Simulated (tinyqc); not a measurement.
Equilibrium and kinetic segregation of a solute to boundaries and growing surfaces. From share of solute at boundaries back to grain size d. Computed by tinyqc, a small Python program. Command: `OMP_NUM_THREADS=1 python tinyqc.py 3003151 3003152 out.jsonl segreg inv`. One thread of a shared host (Intel(R) Xeon(R) Processor @ 2.30GHz), about 0.01 s of CPU time with the checks.

Inputs (values chosen for the exercise, for a model alloy):

| quantity | value | unit |
|---|---|---|
| segregation energy Q | 0.308 | eV |
| interaction z w (positive attracts) | 0.033 | eV |
| total solute fraction x0 | 0.00083 | - |
| temperature T | 1100 | K |
| boundary thickness delta | 0.33 | nm |

Isotherm: Fowler-Guggenheim.

Constants: k_B = 8.617333262e-05 eV/K.

Method. With theta the solute fraction on boundary sites and x that in the grains, theta/(1 - theta) = [x/(1 - x)] exp[(Q + z w theta)/(k_B T)]. Finite grains: boundary sites are the fraction f = 3 delta/d, and x0 = (1 - f) x + f theta; solve both equations for theta; share at boundaries = f theta/x0.

Question. A run gave the result below. Find the grain size d, known to lie between 580 and 1400 nm.

share of solute at boundaries = 2.659282 %

Answer.

Each step takes the trial c = (a f_b - b f_a)/(f_b - f_a), f being the result less the target and a, b, c the logarithms of the listed values; c replaces end b, the old b replaces a if the sign of f changed, and otherwise f_a is halved.

Scan of the range:

| grain size d (nm) | share of solute at boundaries (%) |
|---|---|
| 580 | 4.16971 |
| 672 | 3.61846 |
| 778 | 3.14014 |
| 901 | 2.72254 |
| 1040 | 2.36683 |
| 1210 | 2.04074 |
| 1400 | 1.76843 |

False position (Illinois rule, in the logarithm of the input) inside the bracket:

| step | end a | end b | trial | share of solute at boundaries (%) |
|---|---|---|---|---|
| 1 | 901.000 | 1040.00 | 924.283 | 2.65568 |
| 2 | 901.000 | 924.28 | 921.877 | 2.66244 |
| 3 | 924.283 | 921.88 | 923.001 | 2.65928 |
| 4 | 921.877 | 923.00 | 923.000 | 2.65928 |

Share of solute at boundaries falls at every point of a 13-point scan of the range (every second point is shown), so one value fits; it is bracketed by 901 and 1040. Answer: grain size d = 923.0 nm.
